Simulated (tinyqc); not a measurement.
Born-Oppenheimer dynamics on the UHF/sto-3g surface (energies and gradients from PySCF), for H3, spin multiplicity 2, step by step. Computed by tinyqc, a small Python program that keeps every step (integrals from PySCF). Settings: charge = 0, multiplicity = 2, basis = sto-3g, time step (fs) = 0.5, steps = 16. Command: `OMP_NUM_THREADS=1 python tinyqc.py 23409 23410 out.jsonl` (the two numbers bound the seeds that draw the settings). One thread of a shared host (Intel(R) Xeon(R) Processor @ 2.60GHz), about 0.9 s of CPU time with the checks.

## Velocity Verlet step 1

positions (bohr), order 1H, 2H, 3H:
$$\begin{pmatrix}
0.011338 & -0.052912 & 0.028346 \\
0.022677 & -0.117163 & 1.683746 \\
-0.022677 & 1.523119 & -0.461093
\end{pmatrix}$$

velocities (bohr per atomic time unit), order 1H, 2H, 3H:
$$\begin{pmatrix}
0.000040667 & -0.000043333 & -0.000213000 \\
0.000101667 & -0.000386333 & 0.000164000 \\
-0.000142333 & 0.000429667 & 0.000049000
\end{pmatrix}$$

gradient (hartree/bohr), order 1H, 2H, 3H:
$$\begin{pmatrix}
0.00039327 & -0.02578567 & -0.01882229 \\
-0.00152676 & 0.06089125 & -0.05384250 \\
0.00113350 & -0.03510558 & 0.07266479
\end{pmatrix}$$

masses (electron masses): 1H 1837.152588, 2H 1837.152588, 3H 1837.152588

gradient after step 1 (hartree/bohr), order 1H, 2H, 3H:
$$\begin{pmatrix}
0.00046770 & -0.02761364 & -0.02029826 \\
-0.00159643 & 0.05851870 & -0.04833782 \\
0.00112873 & -0.03090505 & 0.06863608
\end{pmatrix}$$

dt = 0.5 fs = 20.6707 atomic units; x' = x + v dt - g dt^2 / (2m); after the new gradient g', v' = v - (g + g') dt / (2m).

positions after step 1 (bohr), order 1H, 2H, 3H:
$$\begin{pmatrix}
0.012133 & -0.050809 & 0.026132 \\
0.024956 & -0.132230 & 1.693397 \\
-0.025751 & 1.536083 & -0.468530
\end{pmatrix}$$

velocities after step 1 (bohr per atomic time unit), order 1H, 2H, 3H:
$$\begin{pmatrix}
0.000035823 & 0.000257077 & 0.000007082 \\
0.000119237 & -0.001058103 & 0.000738840 \\
-0.000155060 & 0.000801025 & -0.000745922
\end{pmatrix}$$

## Velocity Verlet step 2

gradient after step 2 (hartree/bohr), order 1H, 2H, 3H:
$$\begin{pmatrix}
0.00056185 & -0.03006352 & -0.02212661 \\
-0.00154874 & 0.05328908 & -0.03875485 \\
0.00098689 & -0.02322556 & 0.06088145
\end{pmatrix}$$

As before.

positions after step 2 (bohr), order 1H, 2H, 3H:
$$\begin{pmatrix}
0.012819 & -0.042284 & 0.028639 \\
0.027606 & -0.160906 & 1.714291 \\
-0.029087 & 1.556235 & -0.491931
\end{pmatrix}$$

velocities after step 2 (bohr per atomic time unit), order 1H, 2H, 3H:
$$\begin{pmatrix}
0.000030031 & 0.000581554 & 0.000245753 \\
0.000136931 & -0.001687104 & 0.001228801 \\
-0.000166962 & 0.001105550 & -0.001474554
\end{pmatrix}$$

## Energy conservation

The total energy should stay constant up to terms of order dt^2; the step counts as short enough if it moves by less than 2 % of the largest kinetic energy.

Trajectory:
```
time (fs)  1H-2H (angstrom)  potential (hartree)  kinetic (hartree)  total (hartree)
0.000000           0.876680          -1.50197711         0.00040662      -1.50157049
0.500000           0.883356          -1.50434219         0.00272743      -1.50161477
1.000000           0.894249          -1.50921912         0.00753136      -1.50168776
1.500000           0.908574          -1.51545888         0.01369828      -1.50176060
2.000000           0.925509          -1.52188435         0.02007095      -1.50181340
2.500000           0.944369          -1.52760394         0.02576325      -1.50184069
3.000000           0.964745          -1.53211451         0.03026749      -1.50184702
3.500000           0.986574          -1.53524883         0.03340901      -1.50183982
4.000000           1.010179          -1.53706976         0.03524526      -1.50182450
4.500000           1.036273          -1.53778742         0.03598505      -1.50180237
5.000000           1.065978          -1.53773612         0.03596598      -1.50177014
5.500000           1.100858          -1.53742303         0.03570276      -1.50172027
6.000000           1.142972          -1.53764602         0.03600160      -1.50164442
6.500000           1.194890          -1.53962573         0.03807595      -1.50154978
7.000000           1.259485          -1.54489363         0.04338811      -1.50150552
7.500000           1.339156          -1.55427938         0.05260985      -1.50166952
8.000000           1.434270          -1.56573691         0.06362428      -1.50211263
```

The total energy moves within 6.1e-04 hartree, under 2 % of the largest kinetic energy.
